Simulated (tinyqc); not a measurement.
Composition and strain of an epitaxial Si(1-x)Ge(x) layer from Raman and X-ray peaks: one step, computed by the program tinyqc. Command: `OMP_NUM_THREADS=1 python tinyqc.py 3007765 3007766 out.jsonl epiraman walk`. One thread of a shared host (Intel(R) Xeon(R) Processor @ 2.30GHz), about 0.01 s of CPU time with the checks.

A (001) layer, biaxially strained in the plane. The Raman peaks follow empirical lines omega = w0 + c1 x + c3 x^3 + b eps (c3 for Si-Ge alone), with eps the in-plane strain.

Task: X-ray (004) reflection. Bragg angle theta = arcsin(2 lambda/a) for (004), for the substrate with a_sub and the layer with a_perp; separation in arc seconds.

Inputs (values chosen for the exercise, modelled on silicon-germanium): X-ray wavelength = 1.540598 angstrom.

Substrate: silicon.

substrate constant a_sub = 5.431 angstrom

a_perp = 5.684700 angstrom

Give: theta of the substrate; theta of the layer; separation, layer less substrate.

Result:

theta of the substrate = 34.56 degree

theta of the layer = 32.82 degree

separation, layer less substrate = -6277 arcsec
